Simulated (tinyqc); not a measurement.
One-diode model of a solar cell: one step of the calculation.

J is the current delivered and Vj = V + J Rs the junction voltage. J = X JL - J01 (exp(Vj/(n1 Vt)) - 1) - Vj/Rp. The photocurrent does not depend on voltage.

Problem. Figures of merit. Jsc at V = 0, Voc at J = 0, the maximum power point where J (1 + 2 Rs G) = G Vj with G = -dJ/dVj; FF = Vmp Jmp/(Voc Jsc); efficiency Vmp Jmp/(X Pin). Empirical fill factor without parasitics FF0 = (v - ln(v + 0.72))/(v + 1), v = Voc/(n1 Vt).

Inputs (values chosen for the exercise); values of the order met in cells of CIGS:
- T = 298.15 K (temperature)
- JL = 36.5 mA/cm^2 (photocurrent at one sun)
- X = 0.1 suns (concentration)
- J01 = 1.2e-10 A/cm^2 (saturation current of the diode)
- n1 = 1.38 (ideality factor of the diode)
- Rs = 2.5 ohm cm^2 (series resistance)
- Rp = 9000 ohm cm^2 (shunt resistance)
- Pin = 100 mW/cm^2 (incident power at one sun)

Constants: q = 1.602176634e-19 C, kB = 1.380649e-23 J/K, Vt = kB T/q. Results are converted to the units shown.

Wanted: Jsc; Voc; Vmp; Jmp; FF; efficiency; FF0.

Solution.

Jsc = 3.649 mA/cm^2
Voc = 0.6103 V
Vmp = 0.5054 V
Jmp = 3.357 mA/cm^2
FF = 0.7619
efficiency = 16.97 %
FF0 = 0.7866

FF is 3.1 % below FF0. Removing one loss at a time changes the efficiency by: shunt +0.28, series resistance +0.28 points.

Program tinyqc, `OMP_NUM_THREADS=1 python tinyqc.py 2280039 2280040 out.jsonl`; Intel Xeon 2.30GHz, shared host, one thread, about 0.01 s.
